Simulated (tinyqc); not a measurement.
Thermal resistances of a two-die stack.

Question. Heat leaves through the lower die only, and the system is linear. Find the resistance R1 from the lower die to the coolant, R2 between the dies, and the rise of the upper die when both are powered.

Inputs (values chosen for the exercise): power of the lower die P1 = 12 W; power of the upper die P2 = 4.5 W.

rises of the lower and upper die with only the lower one powered (K): [9.12, 9.12]
rises of the lower and upper die with only the upper one powered (K): [3.42, 3.645]

Answer. With only the lower die powered no heat crosses R2, so both dies rise by P1 R1; the difference in the second test is P2 R2; rises add.

R1 = 0.7600 K/W
R2 = 0.05000 K/W
rise of the upper die = 12.77 K

tinyqc, about 0.03 s, one thread, Intel Xeon 2.30GHz (shared host): `OMP_NUM_THREADS=1 python tinyqc.py 2162070 2162071 out.jsonl`
